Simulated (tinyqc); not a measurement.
Capacitance measurement on a leaky thin oxide: effects of series resistance and leakage: one step of the calculation.

The device is a capacitance C in parallel with a leakage conductance G, in series with Rs and Ls. An impedance meter reports either a parallel pair (Cp, Gp) from Y = 1/Z = Gp + i w Cp or a series pair (Cs, Rm) from Z = Rm + 1/(i w Cs); w = 2 pi f, dissipation D = Gp/(w |Cp|).

Question. True capacitance and conductance. EOT = 3.9 tox/eox; CET = EOT + zc + zp; C = 3.9 eps0 A/CET; G = Jg A/Vs.

Parameters, values chosen for the exercise; values of the order met in thin-oxide MOS capacitors: relative permittivity of the gate insulator (close to aluminium oxide) eox = 9.01; insulator thickness tox = 3 nm; gate area A = 10000 um^2; oxide-equivalent thickness added by the accumulation layer zc = 0.43 nm; oxide-equivalent thickness added by gate depletion zp = 0 nm; gate leakage current density, not matched to the thickness Jg = 0.016 A/cm^2; voltage for an e-fold rise of the leakage Vs = 0.22 V.

Constants: eps0 = 8.8541878128e-14 F/cm where lengths are in cm. Results are converted to the units shown.

Wanted: EOT; CET; C; G.

Answer.

EOT = 1.2986 nm
CET = 1.7286 nm
C = 199.77 pF
G = 7.2727 uS

tinyqc, about 0.01 s, one thread, Intel Xeon 2.30GHz (shared host): `OMP_NUM_THREADS=1 python tinyqc.py 2022174 2022175 out.jsonl`
